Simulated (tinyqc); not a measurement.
# Changing the uniaxial anisotropy K_u

Model: domain walls in a thin film with perpendicular anisotropy: Bloch, Neel and chiral walls, motion and stripe domains. Computed by tinyqc, a small Python program. Command: `OMP_NUM_THREADS=1 python tinyqc.py 3031029 3031030 out.jsonl mwall sweep`. One thread of a shared host (Intel(R) Xeon(R) Processor @ 2.30GHz), about 0.03 s of CPU time with the checks.

One-dimensional wall: polar angle theta(x), azimuth phi of the moment in the wall (phi = 0 Neel, 90 degrees Bloch). mu_0 = 1.25663706212e-6 T m/A, gamma = 1.76085963023e11 rad/(s T).

Inputs (values chosen for the exercise, for a model film): saturation magnetisation M_s = 702 kA/m; exchange stiffness A = 22 pJ/m; DMI constant D = 0.082 mJ/m^2; thickness t = 2.7 nm.

Method:
- K_eff = K_u - mu_0 M_s^2/2; Delta = sqrt(A/K_eff); sigma_0 = 4 sqrt(A K_eff); profile theta = 2 arctan exp(x/Delta); quality factor Q = 2 K_u/(mu_0 M_s^2).
- sigma(phi) = sigma_0 + 2 Delta K_D cos^2(phi) - pi D cos(phi), with the wall shape anisotropy K_D = N_x mu_0 M_s^2/2, N_x = t ln 2/(pi Delta). The minimum has cos(phi) = D/D_N for D < D_N = 4 Delta K_D/pi and phi = 0 beyond; sigma turns negative at D_c = (sigma_0 + 2 Delta K_D)/pi.
- Dipolar length l = sigma/(mu_0 M_s^2); for t much smaller than the period the domain width is w = 0.955 t exp(pi l/t) (Kaplan and Gehring), given as log10 of w in nm.

One run for each value; columns: (1) uniaxial anisotropy K_u (kJ/m^3); (2) width parameter Delta (nm); (3) wall energy sigma (mJ/m^2); (4) D_c (mJ/m^2); (5) log10 of the domain width in nm; (6) K_eff (kJ/m^3):
```
(1)      (2)     (3)     (4)     (5)     (6)
350   23.347   3.724  1.3172   3.450    40.4
495   10.894   8.033  2.6886   6.966   185.4
640    8.160  10.739  3.5500   9.174   330.4
785    6.803  12.891  4.2349  10.930   475.4
930    5.955  14.732  4.8212  12.433   620.4
1070   5.379  16.315  5.3250  13.724   760.4
1220   4.916  17.856  5.8155  14.982   910.4
1360   4.577  19.183  6.2380  16.065  1050.4
1510   4.281  20.511  6.6604  17.148  1200.4
```

Over the rows, width parameter Delta (nm) falls from 23.3 to 4.28 (exponent d ln y / d ln x -2.2 between the first rows and -0.64 between the last); wall energy sigma (mJ/m^2) rises from 3.72 to 20.5 (exponent d ln y / d ln x 2.2 between the first rows and 0.64 between the last); D_c (mJ/m^2) rises from 1.32 to 6.66 (exponent d ln y / d ln x 2.1 between the first rows and 0.63 between the last).

Caution (rows 1070, 1220, 1360, 1510): the formula for N_x assumes a film much thinner than the wall width.

Extremes, crossings and ranges named in words are read from the listed rows.
